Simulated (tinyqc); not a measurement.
# Polarisation charge from two barrier thicknesses

Question. Voff = phiB - dEc - q sigma d/(eps0 eb). Find sigma, phiB - dEc and the thickness at which Voff = 0.

Constants: q = 1.602176634e-19 C, eps0 = 8.8541878128e-14 F/cm where lengths are in cm. Results are converted to the units shown.

Voff at d = 16 and 37 nm (V): -6.1431095  -15.065103
eb = 9.48

Answer. Voff is a straight line in d: its slope is -q sigma/(eps0 eb) and its intercept phiB - dEc.

sigma = 2.23e13 cm^-2
phiB - dEc = 0.655 V
thickness for Voff = 0 = 1.54 nm

Numbers from tinyqc (`OMP_NUM_THREADS=1 python tinyqc.py 2180170 2180171 out.jsonl`; about 0.02 s on one thread of a shared Intel Xeon 2.30GHz).
